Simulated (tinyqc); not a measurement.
Decay of LO phonons and the hot-phonon bottleneck in the cooling of electrons: one step, computed by the program tinyqc. Command: `OMP_NUM_THREADS=1 python tinyqc.py 3026663 3026664 out.jsonl hotphonon walk`. One thread of a shared host (Intel(R) Xeon(R) Processor @ 2.30GHz), about 0.01 s of CPU time with the checks.

n(E, T) = 1/(exp(E/(k_B T)) - 1) is the Bose occupation. Electrons have a temperature T_e; the LO modes within their reach share one occupation N; the decay products stay at the lattice temperature.

Question. Lifetime and Raman width. Decay rate 1/tau = (1/tau_0) [1 + n(f hbar omega) + n((1 - f) hbar omega)]. Full width Gamma = 1/(2 pi c tau) in 1/cm, c in cm/s.

Inputs (values chosen for the exercise, modelled on silicon carbide): LO energy hbar omega = 120 meV; lifetime at T = 0, tau_0 = 3.1 ps; share f of the energy in the softer product = 0.35; lattice temperature T = 500 K.

Decay channel: two unequal phonons (Ridley).

Constants: k_B = 8.617333262e-05 eV/K; c = 299792458 m/s.

Give: thermal factor tau_0/tau; phonon lifetime tau; Raman width Gamma; equilibrium LO occupation N_0.

Answer.

thermal factor tau_0/tau = 1.8015

phonon lifetime tau = 1.7208 ps

Raman width Gamma = 3.0850 1/cm

equilibrium LO occupation N_0 = 0.065784

Stimulated decay shortens the lifetime by 44 %.
